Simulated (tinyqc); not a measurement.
# MOSFET in the linear regime without short-channel effects, parameter extraction from computed curves: what changes with what

Inversion charge Q = Cox n Vt W0(exp((Vg - VT)/(n Vt))), W0 the Lambert function and n = nf; u = Q/Cox; mobility mu = mu0/(1 + th1 u + th2 u^2); channel resistance Rch = (L - dL)/(W mu Q); Id = Vd/(Rch + Rsd/W). Cox = eps0 eox/tox. Small Vd, no channel-length or drain effects.

Inputs (values chosen for the exercise); channel values of the order met in silicon transistors: temperature T = 200 K; relative permittivity of the gate insulator (close to silicon nitride) eox = 7.66; insulator thickness tox = 6.3 nm; low-field mobility mu0 = 190 cm^2/(V s); first mobility attenuation factor th1 = 0.64 1/V; second mobility attenuation factor th2 = 0 1/V^2; threshold voltage VT = 0.36 V; body factor nf = 1.07; gate width W = 1 um; drawn gate length L = 0.35 um; drawn less effective length dL = 0.015 um; source plus drain resistance Rsd = 320 ohm um; drain voltage Vd = 0.025 V.

Constants: q = 1.602176634e-19 C, kB = 1.380649e-23 J/K, Vt = kB T/q, eps0 = 8.8541878128e-14 F/cm where lengths are in cm. Results are converted to the units shown.

Each table varies one quantity; the others keep the values above.

## Extraction methods against the second mobility attenuation factor

From the continuous curve Id(Vg): tangent at peak gm (V_ext = Vg - Id/gm); constant current Id = 0.1 uA W/L; peak of d2Id/dVg2; Y = Id/sqrt(gm) drawn through Vg = VT + 0.6 and VT + 0.8 V, with intercept VT_Y and slope s. Mobilities gm,max L/(W Cox Vd) and s^2 L/(W Cox Vd) with the drawn L. Last column: share of Rsd/W in the total resistance at VT + 0.8 V.

Results:
```
th2 (1/V^2),V_ext (V),constant current (V),second derivative (V),VT_Y (V),mobility from gm (cm^2/(V s)),mobility from Y (cm^2/(V s)),series share (%)
0,0.363,0.380,0.354,0.397,143,187,8.88
0.06,0.363,0.380,0.354,0.413,143,202,8.70
0.18,0.362,0.380,0.354,0.445,142,236,8.37
0.24,0.362,0.380,0.354,0.461,142,256,8.22
0.3,0.362,0.380,0.354,0.477,142,278,8.07
0.36,0.362,0.380,0.354,0.493,141,303,7.93
```

Estimate the missing row, th2 = 0.12 1/V^2.

Computed row:
```
th2 (1/V^2),V_ext (V),constant current (V),second derivative (V),VT_Y (V),mobility from gm (cm^2/(V s)),mobility from Y (cm^2/(V s)),series share (%)
0.12,0.363,0.380,0.354,0.429,142,218,8.54
```

With this row back in the table: The model has VT = 0.36 V and mu0 = 190 cm^2/(V s). Over the table the extracted thresholds move by 0.82 mV (tangent), under 0.5 mV (constant current), under 0.5 mV (second derivative), 96 mV (Y function). The mobility from gm falls from 143 to 141 and that from Y rises from 187 to 303 cm^2/(V s).

## Extraction methods against the source plus drain resistance

Same model as above.

Extraction methods against the source plus drain resistance:
```
Rsd (ohm um),V_ext (V),constant current (V),second derivative (V),VT_Y (V),mobility from gm (cm^2/(V s)),mobility from Y (cm^2/(V s)),series share (%)
0,0.365,0.379,0.355,0.397,148,187,0
50,0.365,0.379,0.355,0.397,147,187,1.50
100,0.365,0.379,0.355,0.397,147,187,2.95
200,0.364,0.380,0.355,0.397,145,187,5.74
400,0.362,0.380,0.354,0.397,141,187,10.9
800,0.360,0.380,0.354,0.397,136,187,19.6
1500,0.357,0.380,0.353,0.397,128,187,31.3
```

The model has VT = 0.36 V and mu0 = 190 cm^2/(V s). Over the table the extracted thresholds move by 8.9 mV (tangent), 0.66 mV (constant current), 1.5 mV (second derivative), under 0.5 mV (Y function). The mobility from gm falls from 148 to 128 and that from Y stays near 187 cm^2/(V s). Y cancels the series resistance, which multiplies Id and sqrt(gm) by the same factor.

Numbers from tinyqc (`OMP_NUM_THREADS=1 python tinyqc.py 2210134 2210135 out.jsonl`; about 0.01 s on one thread of a shared Intel Xeon 2.30GHz).
